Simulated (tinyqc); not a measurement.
Worked calculation: one-electron ion in a basis of Gaussians. One step of it, computed by the program tinyqc.

Task: Matrices over normalised Gaussians. With p = a_i + a_j and I(k) = Gamma((k+1)/2) / (2 p^((k+1)/2)): S = I(2l+2), T = (2l+3) a_i a_j S / p, V = -Z I(2l+1), each divided by sqrt(S_ii S_jj).

exponents of r^l exp(-a r^2) (1/bohr^2): [0.331700, 1.284000]

Z = 2

l = 0

Give: S; T; V.

Result:

S:
$$\begin{pmatrix}
1.0000 & 0.7261 \\
0.7261 & 1.0000
\end{pmatrix}$$

T (hartree):
$$\begin{pmatrix}
0.4975 & 0.5742 \\
0.5742 & 1.9260
\end{pmatrix}$$

V (hartree):
$$\begin{pmatrix}
-1.8381 & -2.0828 \\
-2.0828 & -3.6165
\end{pmatrix}$$
